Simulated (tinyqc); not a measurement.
Comparisons within one model: alloy A(1-x)B(x) by interpolation with bowing. A value that a table varies takes the place of the one given here.

Each gap follows E(x) = (1 - x) E_A + x E_B - C x (1 - x); the lattice constant follows Vegard, a(x) = (1 - x) a_A + x a_B.

Mass at Gamma from the Kane formula 1/m = F + Ep (Eg + 2 Dso/3)/(Eg (Eg + Dso)). F is fixed by the masses of A and B and interpolated linearly, as is Ep; Eg and Dso carry their bowing.

Constants: hc = 1239.841984 eV nm.

Values chosen for the exercise (A near GaAs, B near GaSb; not measured data): a = (5.651, 6.096) angstrom (lattice constant of A, B); Eg = (1.499, 0.811) eV (gap at Gamma to the s-like level of A, B); EgX = (1.981, 1.141) eV (gap to the lowest valley along Gamma-X of A, B); EgL = (1.831, 0.878) eV (gap to L of A, B); C = (1.584, 1.096, 1.352) eV (bowing of the Gamma, X and L gaps); Dso = (0.344, 0.755) eV (spin-orbit splitting of A, B); Ep = (25.7, 27.2) eV (Kane energy of A, B); me = (0.0679, 0.0385) m0 (electron mass at Gamma of A, B); Cs = 0.51 eV (bowing of Dso); x = 0.67 (fraction of B).

## Gaps across the alloy

Eleven compositions.

Gaps (eV):

| x | a (angstrom) | Gamma | X | L | lowest | wavelength (nm) |
|---|---|---|---|---|---|---|
| 0.0 | 5.6510 | 1.499 | 1.981 | 1.831 | Gamma | 827 |
| 0.1 | 5.6955 | 1.288 | 1.798 | 1.614 | Gamma | 963 |
| 0.2 | 5.7400 | 1.108 | 1.638 | 1.424 | Gamma | 1119 |
| 0.3 | 5.7845 | 0.960 | 1.499 | 1.261 | Gamma | 1292 |
| 0.4 | 5.8290 | 0.844 | 1.382 | 1.125 | Gamma | 1470 |
| 0.5 | 5.8735 | 0.759 | 1.287 | 1.016 | Gamma | 1634 |
| 0.6 | 5.9180 | 0.706 | 1.214 | 0.935 | Gamma | 1756 |
| 0.7 | 5.9625 | 0.685 | 1.163 | 0.880 | Gamma | 1811 |
| 0.8 | 6.0070 | 0.695 | 1.134 | 0.852 | Gamma | 1784 |
| 0.9 | 6.0515 | 0.737 | 1.126 | 0.852 | Gamma | 1682 |
| 1.0 | 6.0960 | 0.811 | 1.141 | 0.878 | Gamma | 1529 |

What can be read from the table?

The lowest valley is Gamma at every x. The Gamma gap has a minimum inside the range, 0.684 eV at x = (C - (E_B - E_A))/(2C) = 0.717, since the bowing exceeds the difference of the end gaps.

## Three ways to interpolate a mass

Linear in m, linear in 1/m, and the Kane formula.

Masses (m0):

| x | Eg (eV) | linear in m | linear in 1/m | Kane | Kane m/Eg (1/eV) |
|---|---|---|---|---|---|
| 0.000 | 1.499 | 0.0679 | 0.0679 | 0.0679 | 0.0453 |
| 0.125 | 1.240 | 0.0642 | 0.0620 | 0.0558 | 0.0450 |
| 0.250 | 1.030 | 0.0605 | 0.0570 | 0.0463 | 0.0449 |
| 0.375 | 0.870 | 0.0569 | 0.0528 | 0.0392 | 0.0451 |
| 0.500 | 0.759 | 0.0532 | 0.0491 | 0.0346 | 0.0455 |
| 0.625 | 0.698 | 0.0495 | 0.0460 | 0.0321 | 0.0461 |
| 0.750 | 0.686 | 0.0459 | 0.0432 | 0.0320 | 0.0466 |
| 0.875 | 0.724 | 0.0422 | 0.0407 | 0.0340 | 0.0470 |
| 1.000 | 0.811 | 0.0385 | 0.0385 | 0.0385 | 0.0475 |

How do the results move?

At x = 0.5 the three give 0.0532, 0.0491 and 0.0346; judged by the largest distance, the Kane value is closer to the interpolation in 1/m (largest distances 0.0186 m0 from the rule in m, 0.0146 m0 from the rule in 1/m), and it dips below both end values, following the bowed gap, which neither rule can do. The ratio m/Eg varies by a factor of 1.06 while the gap varies by 2.19; a constant ratio is the two-band rule m = Eg/Ep at fixed Ep.

## What each parameter does

Gaps at x and the Kane mass. Each row changes one parameter from the base and keeps the others.

Results:

| case | Gamma (eV) | X (eV) | L (eV) | mass (m0) |
|---|---|---|---|---|
| base | 0.6878 | 1.1759 | 0.8936 | 0.0318 |
| x = 0.63 | 0.6963 | 1.1963 | 0.9155 | 0.0321 |
| C = (1.684, 1.196, 1.452) eV | 0.6657 | 1.1538 | 0.8715 | 0.0308 |
| Eg = (1.574, 0.811) eV | 0.7126 | 1.1759 | 0.8936 | 0.0327 |
| EgX = (1.981, 1.084) eV | 0.6878 | 1.1377 | 0.8936 | 0.0318 |
| EgL = (1.739, 0.878) eV | 0.6878 | 1.1759 | 0.8632 | 0.0318 |
| Ep = (28.3, 29.9) eV | 0.6878 | 1.1759 | 0.8936 | 0.0309 |
| Cs = 0.56 eV | 0.6878 | 1.1759 | 0.8936 | 0.0317 |

What can be read from the table?

The largest shifts from the base row, up to three for each result and ties (the steps differ in size, so this ranks the rows, not the parameters). Gamma (eV): Eg +0.0248, C -0.0221, x +0.0085; unchanged at the printed digits by EgX, EgL, Ep and Cs. X (eV): EgX -0.0382, C -0.0221, x +0.0204; unchanged at the printed digits by Eg, EgL, Ep and Cs. L (eV): EgL -0.0304, C -0.0221, x +0.0219; unchanged at the printed digits by Eg, EgX, Ep and Cs. mass (m0): C -0.0010, Ep -0.0009, Eg +0.0008; unchanged at the printed digits by EgX and EgL.

tinyqc: `OMP_NUM_THREADS=1 python tinyqc.py 1050848 1050849 out.jsonl`; about 0.01 s, one thread, shared Intel(R) Xeon(R) Processor @ 2.30GHz.
